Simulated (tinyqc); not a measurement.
## Resistance of a tapered via with liner, size effect and interface: via resistance against the diameter at the bottom

A round via whose diameter grows from db at the bottom as D(z) = db + 2 z/tan(ang). The fill, of diameter D - 2 tl, starts above the bottom liner (thickness fb tl) and has rho = rho0 (1 + ks lam/(D - 2 tl)); the sidewall liner conducts in parallel with it. The bottom liner and the interface are crossed over the full area pi db^2/4. Spreading in the lines above and below is left out.

Slices between z0 = fb tl and hv, evaluated at their midpoints: conductance per length pi/4 [(D - 2 tl)^2/rho + (D^2 - (D - 2 tl)^2)/rl], slice resistance = slice height over that. 2000 slices. R_fill = sum of the slices; R_bottom = rl fb tl/(pi db^2/4); R_interface = ri/(pi db^2/4); ballistic (Sharvin) limit 1/(Sb pi (db - 2 tl)^2/4); ideal cylinder rho0 hv/(pi db^2/4).

Values chosen for this exercise; fill metal close to molybdenum:
```
symbol,value,unit,meaning
hv,21,nm,height
ang,85,degrees,sidewall angle
rho0,5.4,uohm cm,bulk resistivity of the fill
lam,11.1,nm,mean free path of the fill
ks,1,,size-effect factor
tl,0,nm,liner on the sidewall
fb,0.5,,liner at the bottom over that on the sidewall
rl,390,uohm cm,resistivity of the liner
ri,2.5e-12,ohm cm^2,interface resistivity at the bottom
Sb,1.3e15,S/m^2,"ballistic conductance per area, about 3/(4 rho0 lam)"
```

The same in every row: R_bottom (ohm) = 0.

Result of one run:

| db (nm) | R_fill (ohm) | R_interface (ohm) | R (ohm) | ballistic limit (ohm) | R over ideal cylinder | largest part |
|---|---|---|---|---|---|---|
| 6 | 62.15 | 8.842 | 70.99 | 27.21 | 1.770 | fill |

What becomes of these results when the diameter at the bottom db is changed from 6 to 16 nm, all else the same?

Result of the changed run:

| db (nm) | R_fill (ohm) | R_interface (ohm) | R (ohm) | ballistic limit (ohm) | R over ideal cylinder | largest part |
|---|---|---|---|---|---|---|
| 16 | 7.472 | 1.243 | 8.715 | 3.826 | 1.545 | fill |

The whole series:

| db (nm) | R_fill (ohm) | R_interface (ohm) | R (ohm) | ballistic limit (ohm) | R over ideal cylinder | largest part |
|---|---|---|---|---|---|---|
| 6 | 62.15 | 8.842 | 70.99 | 27.21 | 1.770 | fill |
| 8.3 | 30.97 | 4.621 | 35.60 | 14.22 | 1.698 | fill |
| 11 | 16.84 | 2.631 | 19.47 | 8.094 | 1.632 | fill |
| 16 | 7.472 | 1.243 | 8.715 | 3.826 | 1.545 | fill |
| 22 | 3.754 | 0.6577 | 4.411 | 2.024 | 1.479 | fill |
| 30 | 1.929 | 0.3537 | 2.283 | 1.088 | 1.423 | fill |
| 42 | 0.9436 | 0.1804 | 1.124 | 0.5552 | 1.373 | fill |
| 58 | 0.4786 | 0.09462 | 0.5732 | 0.2911 | 1.335 | fill |
| 80 | 0.2450 | 0.04974 | 0.2947 | 0.1530 | 1.306 | fill |

R falls from 71.0 to 0.295 ohm. The fill is the largest part at db = 6 and in all other rows. R goes as db^(-2.13) between the first two rows and db^(-2.07) between the last two; area alone gives -2. For db = 16, 22, 30, 42, 58, 80 the ballistic limit exceeds half of R_fill, so the diffusive model understates R.

Program tinyqc, `OMP_NUM_THREADS=1 python tinyqc.py 2750057 2750058 out.jsonl`; Intel Xeon 2.30GHz, shared host, one thread, about 0.01 s.
